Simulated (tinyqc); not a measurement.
Inside a calculation. Method: UHF in the sto-3g basis, for H3-, spin multiplicity 1. The basis has no diffuse functions, so it cannot describe the extra electron: this is an exercise in the method, not the real anion. One step of it, computed by the program tinyqc.

Problem. Iteration 1: building the Fock matrix. J_ij = sum D_kl (ij|kl) with D = D(alpha) + D(beta), K_ij = sum D_kl (ik|jl) for each spin; F = H + J - K(s); E = tr D H + tr D J / 2 - 0.5 sum_s tr D(s) K(s) + E_nn.

D(alpha) at the start:
```
           1H 1s      2H 1s      3H 1s
1H 1s   1.038210  -0.649931   0.218019
2H 1s  -0.649931   1.350780  -0.006351
3H 1s   0.218019  -0.006351   0.063723
```

D(beta) at the start:
```
           1H 1s     2H 1s      3H 1s
1H 1s   1.011038  0.203335  -0.641605
2H 1s   0.203335  0.072433   0.041171
3H 1s  -0.641605  0.041171   1.325734
```

core Hamiltonian H = T + V (hartree):
```
           1H 1s      2H 1s      3H 1s
1H 1s  -1.499182  -0.898258  -0.859292
2H 1s  -0.898258  -1.273404  -0.276448
3H 1s  -0.859292  -0.276448  -1.257314
```

Two-electron integrals (ij|kl) in chemists' order, unique and non-zero (hartree):
```
(11|11) 0.774606   (21|11) 0.321015   (21|21) 0.168509   (22|11) 0.486261
(22|21) 0.321015   (22|22) 0.774606   (31|11) 0.304503   (31|21) 0.120760
(31|22) 0.180433   (31|31) 0.153580   (32|11) 0.084626   (32|21) 0.040207
(32|22) 0.070997   (32|31) 0.038608   (32|32) 0.011318   (33|11) 0.474649
(33|21) 0.185960   (33|22) 0.281154   (33|31) 0.304503   (33|32) 0.070997
(33|33) 0.774606
```

nuclear repulsion = 1.34912900 hartree

Give: Coulomb J; exchange K(alpha); exchange K(beta); F(alpha); F(beta); total energy of this density.

Solution.

Coulomb J (hartree):
```
       1H 1s  2H 1s  3H 1s
1H 1s  2.400  1.123  1.069
2H 1s  1.123  2.055  0.305
3H 1s  1.069  0.305  2.030
```

exchange K(alpha) (hartree):
```
       1H 1s  2H 1s  3H 1s
1H 1s  0.756  0.387  0.392
2H 1s  0.387  0.821  0.130
3H 1s  0.392  0.130  0.306
```

exchange K(beta) (hartree):
```
       1H 1s  2H 1s  3H 1s
1H 1s  0.749  0.409  0.362
2H 1s  0.409  0.326  0.134
3H 1s  0.362  0.134  0.814
```

F(alpha) (hartree):
```
        1H 1s   2H 1s   3H 1s
1H 1s   0.145  -0.162  -0.183
2H 1s  -0.162  -0.040  -0.101
3H 1s  -0.183  -0.101   0.467
```

F(beta) (hartree):
```
        1H 1s   2H 1s   3H 1s
1H 1s   0.152  -0.185  -0.153
2H 1s  -0.185   0.455  -0.105
3H 1s  -0.153  -0.105  -0.041
```

total energy of this density = -0.95884 hartree
